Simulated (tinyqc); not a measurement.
Worked calculation: strain-driven crossing of the Gamma and L valleys in a germanium-like crystal. Values are carried at full precision from step to step, so a last printed digit may differ when a step is redone from the rounded ones.

Biaxial loads: e0 is the in-plane strain e_par and the normal is free. (001): e_perp = -2 (C12/C11) e_par; exx = eyy = e_par, ezz = e_perp, no shear. (111): e_perp = -(2 C11 + 4 C12 - 4 C44)/(C11 + 2 C12 + 4 C44) e_par; exx = eyy = ezz = (2 e_par + e_perp)/3 and exy = eyz = ezx = (e_perp - e_par)/3. (110): e_perp = -(C11 + 3 C12 - 2 C44)/(C11 + C12 + 2 C44) e_par; exx = eyy = (e_par + e_perp)/2, ezz = e_par, exy = (e_perp - e_par)/2, eyz = ezx = 0. Uniaxial loads: a stress along n, scaled so that n.e.n = e0, with exx = s11 sxx + s12 (syy + szz), exy = s44 sxy/2, s11 = (C11 + C12)/((C11 - C12)(C11 + 2 C12)), s12 = -C12/((C11 - C12)(C11 + 2 C12)), s44 = 1/C44.

Constants: kB = 8.617333262e-05 eV/K; hc = 1239.841984 eV nm.

Parameters, chosen for this exercise (near those of Ge, gaps at low temperature; shifted at random, so the results belong to these values and not to a real crystal):
- C11 = 128.1 GPa
- C12 = 48.9 GPa
- C44 = 66.9 GPa
- load = uniaxial [111] (kind of strain)
- e0 = 0.0036 (size of the strain)
- Eg = 0.882 eV (gap at Gamma to the s-like level)
- EgL = 0.74 eV (gap to L)
- Dso = 0.295 eV (spin-orbit splitting)
- ac = -8.17 eV (conduction deformation potential)
- av = 1.22 eV (valence hydrostatic potential)
- b = -2.58 eV (tetragonal shear potential)
- d = -5.32 eV (trigonal shear potential)
- aL = -1.51 eV (hydrostatic potential of the L edge, Xd + Xu/3)
- XuL = 16.2 eV (uniaxial potential, L)
- mG = 0.039 m0 (mass at Gamma)
- mL = 0.558 m0 (density-of-states mass of the four L valleys together)
- T = 300 K (temperature)

## The strain tensor for a uniaxial [111] load

Form the tensor and its trace.

strain tensor in the cubic axes, rows x, y, z and columns alike:
```
[[0.000823, 0.001389, 0.001389],
 [0.001389, 0.000823, 0.001389],
 [0.001389, 0.001389, 0.000823]]
```

tr(e) = 0.002468

## Band edges

Edges from the unstrained valence top: Gamma at Eg + ac tr(e); an L valley with unit axis u at EgL + aL tr(e) + XuL (u.e.u - tr(e)/3), u along [111], [1-1-1], [-11-1], [-1-11]; valence edges are the levels of the 6 x 6 matrix of X, Y, Z times spin with -Dso/3 + l exx + m (eyy + ezz) on the diagonal (cyclic), n exy off it, l = av + 2 b, m = av - b, n = sqrt(3) d. Spin-orbit term (Dso/3) L.sigma on X, Y, Z with (L_k)_ij = -i epsilon_kij: <X+|H|Y+> = -i Dso/3, <X+|H|Z-> = Dso/3, <Y+|H|Z-> = -i Dso/3, <Z+|H|X-> = -Dso/3, <Z+|H|Y-> = i Dso/3, <X-|H|Y-> = i Dso/3, and their conjugates; + and - are the spin along z.

Give the edges and the direct and indirect gaps from the top valence edge.

Gamma edge = 0.8618 eV

L edges (eV): [111] 0.7813, [1-1-1] 0.7213, [-11-1] 0.7213, [-1-11] 0.7213

valence edges from the top (eV): [0.0158, -0.0086, -0.2931]

direct and indirect gap (eV): [0.8460, 0.7055]

The gap is indirect: Gamma lies 141 meV above the lowest L valley. The top two valence edges are 24 meV apart.

## Electrons in the Gamma valley

Non-degenerate, parabolic: share = mG^(3/2)/(mG^(3/2) + (mL^(3/2)/4) sum_i exp(-(E_Li - E_Gamma)/kT)). Also the offset at which four equal L valleys hold half of the electrons, kT ln((mL/mG)^(3/2)), and the wavelength hc/E of the direct gap.

(mL/mG)^(3/2) = 54.12
share in Gamma = 0.0104 %
offset for an even split = 103.2 meV
wavelength = 1465 nm

With the L valleys as they lie here, Gamma must be 97 meV below the lowest of them to hold half of the electrons at 300 K; it lies 141 meV above. A direct gap alone is not enough.

## Checks

- Gamma and lowest L edge at e0 = 0.35597, where the linear shifts make them meet (eV): both -1.1115.

Computed by tinyqc, a small Python program: `OMP_NUM_THREADS=1 python tinyqc.py 1081159 1081160 out.jsonl` (the numbers bound the seed that draws the inputs); one thread of a shared host (Intel(R) Xeon(R) Processor @ 2.30GHz), about 0.01 s for the whole set of steps.
